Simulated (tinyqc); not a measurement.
Nudged elastic band on a two-dimensional model surface. Changing the spring constant k_s. Computed by tinyqc, a small Python program. Command: `OMP_NUM_THREADS=1 python tinyqc.py 3005282 3005283 out.jsonl neb sweep`. One thread of a shared host (Intel(R) Xeon(R) Processor @ 2.30GHz), about 0.1 s of CPU time with the checks.

V(x, y) = h u^2 + t x + (kappa/2)(y + c u)^2 with u = x^2/w^2 - 1; the path runs from the minimum near (-w, 0) to that near (w, 0).

Inputs (values chosen for the exercise, for a model surface):
```
quantity                    value           unit
height h                     0.35             eV
half width w                  1.2       angstrom
transverse stiffness kappa    4.3  eV/angstrom^2
curvature c                  0.54       angstrom
tilt t                      0.097    eV/angstrom
movable images n                6              -
step factor eta             0.062  angstrom^2/eV
iteration cap                 600              -
```

Surface: curved double well. Climbing image: on.

Method:
- Newton steps x(new) = x - H^-1 grad V (moves limited to 0.3 angstrom) from (-w, 0), (w, 0) and (0, c) give the two minima and the saddle.
- Tangent at image i: towards the higher neighbour if the energies rise or fall through i; at a maximum or minimum, tau = t+ dmax + t- dmin if V(i+1) > V(i-1), else t+ dmin + t- dmax, with t+ = R(i+1) - R(i), t- = R(i) - R(i-1) and dmax, dmin the larger and smaller of |V(i+1) - V(i)| and |V(i-1) - V(i)|; then normalise. Force F = -grad V + (grad V.tau) tau + k_s (|t+| - |t-|) tau.
- With a climbing image, the highest image feels instead F = -grad V + 2 (grad V.tau) tau and no spring.
- Update R(new) = R + eta F; the end points stay fixed.
- Start on the straight line; stop when the largest force is below 1e-4 or above 1e6 eV/angstrom.

One run for each value:
```
spring constant k_s (eV/angstrom^2)  iterations  energy of the highest image (eV)
0.30                                        373                            0.4736
0.47                                        262                            0.4736
0.74                                        180                            0.4736
1.20                                        115                            0.4736
1.80                                         81                            0.4736
2.90                                         80                            0.4736
4.60                                         77                            0.4736
7.20                                         76                            0.4736
```

What does the table show, and why?

Over the rows, iterations falls from 373 to 76.0 (exponent d ln y / d ln x -0.79 between the first rows and -0.029 between the last). Nudging removes the spring force across the path, so the converged energy does not depend on k_s; the springs only set how fast the images space out.

Extremes, crossings and ranges named in words are read from the listed rows.
